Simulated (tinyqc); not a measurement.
Cooling rate: nucleation and growth of vacancy voids in a cooling silicon-like crystal. Computed by tinyqc, a small Python program. Command: `OMP_NUM_THREADS=1 python tinyqc.py 3026348 3026349 out.jsonl voids walk`. One thread of a shared host (Intel(R) Xeon(R) Processor @ 2.30GHz), about 0.4 s of CPU time with the checks.

Spherical voids; vacancies are lost only to voids.

Inputs (values chosen for the exercise, for a model crystal):

| quantity | value | unit |
|---|---|---|
| vacancy density at the melting point C_m | 6e+14 | 1/cm^3 |
| formation energy E_f | 3.77 | eV |
| melting point T_m | 1685 | K |
| diffusion prefactor D0 | 0.0018 | cm^2/s |
| migration energy E_m | 0.45 | eV |
| site density rho | 5e+22 | 1/cm^3 |
| void surface energy gamma | 0.999 | J/m^2 |
| cooling rate q | 1.6 | K/min |
| ratio (V/G)/xi_c | 2.02 | - |
| limit of the excess at high V/G | 1.3e+14 | 1/cm^3 |
| temperature step | 0.2 | K |

Vacancy supply: from V/G.

Constants: k_B = 8.617333262e-05 eV/K; k_B = 1.380649e-23 J/K.

Method:
- C = C_x (u - 1)/(u + 0.2) with u = (V/G)/xi_c, a form chosen for the exercise.
- C_e = C_m exp[-(E_f/k_B)(1/T - 1/T_m)]; D = D0 exp(-E_m/(k_B T)); f = k_B T ln(C/C_e); r* = 2 gamma/(rho f); W* = 16 pi gamma^3/(3 rho^2 f^2); Z = f/sqrt(12 pi W* k_B T); I = rho Z (4 pi r* D C) exp(-W*/(k_B T)).
- March down from 1500 K in steps dT, dt = dT/q, with values at the upper end of each step: a class of I dt voids is born with r*; then all classes grow by r^2 += 2 D (C - C_e) dt/rho; C falls by the vacancies added to voids. Stop at 1150 K. T_n is the T of the largest I, N the final count (classes under 1e-6 /cm^3 are dropped), and the mean radius the number average.

initial excess C = 5.97297e+13 1/cm^3

At fixed C:

| q (K/min) | T_n (K) | N (1/cm^3) | mean radius (nm) |
|---|---|---|---|
| 0.16 | 1337.2 | 2.4217e+04 | 225.74 |
| 0.40 | 1332.4 | 9.4520e+04 | 143.28 |
| 0.80 | 1328.6 | 2.6484e+05 | 101.58 |
| 1.60 | 1324.4 | 7.4218e+05 | 72.00 |
| 3.20 | 1320.2 | 2.0803e+06 | 51.03 |
| 6.40 | 1315.6 | 5.8319e+06 | 36.16 |
| 16.00 | 1309.0 | 2.2788e+07 | 22.93 |

What does the comparison show, and why?

Over the rows N goes as q^1.49 and the radius as q^-0.50, near the 3/2 and -1/2 of the scaling argument (depletion time 1/(4 pi N r D) equal to the time in the nucleation range, at fixed N r^3). T_n drops only 28 K for a factor 100 in q. Fast cooling gives many small voids, which an anneal can dissolve.

Extremes, crossings and ranges named in words are read from the listed rows.
